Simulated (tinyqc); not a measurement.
Inside a calculation. Model: hydrogen passivation of interface dangling bonds: competing passivation and dissociation with distributed barriers. Computed by tinyqc, a small Python program that keeps every step. Command: `OMP_NUM_THREADS=1 python tinyqc.py 3015712 3015713 out.jsonl passiv walk`. One thread of a shared host (Intel(R) Xeon(R) Processor @ 2.30GHz), about 0.01 s of CPU time with the checks. Intermediate numbers are printed to about 5 digits and carried at full precision; extremes and crossings named in words are read from the listed rows.

P_b + H2 gives P_bH + H at the rate k_f [H2]; P_bH gives P_b + H at the rate k_d. All defects start unpassivated. E_f and E_d are Gaussian and independent.

Inputs (values chosen for the exercise, close to those used for P_b centres at the silicon-oxide interface):

| quantity | value | unit |
|---|---|---|
| defect density N0 | 1.3e+12 | 1/cm^2 |
| passivation prefactor k_f0 | 4.9e-08 | cm^3/s |
| mean passivation barrier E_f | 1.64 | eV |
| spread sigma_f | 0.055 | eV |
| dissociation prefactor k_d0 | 4e+12 | 1/s |
| mean dissociation barrier E_d | 2.77 | eV |
| spread sigma_d | 0.097 | eV |
| H2 in the oxide per atm, solubility factor | 1.7e+18 | 1/(cm^3 atm) |
| hydrogen pressure p | 0.1 | atm |
| anneal temperature T | 425 | C |
| anneal time t | 300 | s |
| oxide thickness | 13 | nm |

Constants: k_B = 8.617333262e-05 eV/K; e = 1.602176634e-19 C; eps_0 = 8.8541878128e-12 F/m.

## Single barriers

[H2] = solubility factor x p; a = k_f0 [H2] exp(-E_f/(k_B T)), d = k_d0 exp(-E_d/(k_B T)). For one pair of barriers the active share is y = [d + a exp(-(a + d) t)]/(a + d). Temperatures in kelvin are T(C) + 273.15.

passivation rate a = 0.012075 1/s

dissociation rate d = 4.0373e-08 1/s

a t = 3.6224

steady active share d/(a + d) = 3.3436e-06

active share, single barriers = 0.026721

Passivation is well advanced.

## Distributed barriers

Average y over both Gaussians with 40 x 40 Gauss-Hermite points. Active density N0 y; threshold shift if each active defect holds one charge, e N0 y t_ox/(3.9 eps_0).

active share y = 0.10119

active density = 1.3155e+11 1/cm^2

threshold shift = 79.347 mV

The spread changes the remainder by a factor 3.79: sigma_f/(k_B T) = 0.91 and sigma_d/(k_B T) = 1.61.

## Best anneal temperature for this time and pressure

Minimise the averaged y over T between 150 and 900 C: find where ln y is equal at T - 0.05 and T + 0.05 C; T is rounded to 0.1 C.

best temperature = 513.2 C

least active share = 1.1864e-04

Caution: a least active share below 1e-3 is a property of the model; measured passivation levels off well above it. Caution: atomic hydrogen, which both passivates and depassivates, and further passivation during cooling are left out.

## Isochronal anneals

The formulas are those given above.

Active share after the time t:

| T (C) | a (1/s) | d (1/s) | single barriers | distributed |
|---|---|---|---|---|
| 200 | 2.8321e-08 | 1.2511e-17 | 9.9999e-01 | 9.9998e-01 |
| 250 | 1.3233e-06 | 8.2641e-15 | 9.9960e-01 | 9.9917e-01 |
| 300 | 3.1617e-05 | 1.7584e-12 | 9.9056e-01 | 9.8287e-01 |
| 350 | 4.5395e-04 | 1.5829e-10 | 8.7268e-01 | 8.2077e-01 |
| 400 | 4.3873e-03 | 7.3024e-09 | 2.6815e-01 | 3.0890e-01 |
| 450 | 3.0985e-02 | 1.9832e-07 | 9.8226e-05 | 1.8675e-02 |
| 500 | 1.6994e-01 | 3.5141e-06 | 2.0678e-05 | 1.6761e-04 |
| 600 | 2.8487e+00 | 4.1092e-04 | 1.4423e-04 | 4.3091e-04 |
| 700 | 2.6752e+01 | 1.8059e-02 | 6.7460e-04 | 1.6192e-03 |
| 800 | 1.6550e+02 | 3.9215e-01 | 2.3639e-03 | 4.8064e-03 |

The distributed share is least at 500 C among these rows, 1.7e-4, and the search puts the optimum at 513.2 C. On the cold side defects with high E_f survive; on the hot side dissociation, with the larger barrier, gains on passivation with an energy E_d - E_f = 1.13 eV. In that row single barriers give 2.1e-5, so the spread raises the floor. Caution: shares below about 1e-3 in these rows are formal; measured passivation levels off well above them.

Checks made by the program: Gauss-Hermite average against a fine uniform grid (relative difference 5e-10).
